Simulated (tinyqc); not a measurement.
From results back to parameters: band folding and unfolding in a supercell of a chain. Three cases, with inputs chosen for the exercise.

Problem. A chain with hopping -t and site energies alternating +V, -V has E = -/+ sqrt(V^2 + 4 t^2 cos^2(ka)); the lower state has weight (1 + 2t cos(ka)/|E|)/2 on k and the rest on k + pi/a. The gap at ka = pi/2 and the full spread at k = 0 come from hidden t and V.

Case 1.

values (eV): gap 0.56000, spread at k = 0 3.84104

Case 2.

values (eV): gap 0.70000, spread at k = 0 7.71184

Case 3.

values (eV): gap 0.24000, spread at k = 0 7.56381

Find: V, t; weight of the lowest state on k = 0.

Solution. The gap is 2V and the spread 2 sqrt(V^2 + 4t^2).

Case 1.

V, t (eV): 0.280  0.950

weight of the lowest state on k = 0 = 0.9947

Case 2.

V, t (eV): 0.350  1.920

weight of the lowest state on k = 0 = 0.9979

Case 3.

V, t (eV): 0.120  1.890

weight of the lowest state on k = 0 = 0.9997

Computed by tinyqc, one run a case: `OMP_NUM_THREADS=1 python tinyqc.py N N+1 out.jsonl` with N = 1482127, 1482172, 1482209; one thread of a shared Intel(R) Xeon(R) Processor @ 2.30GHz, about 0.01 s a run at most.
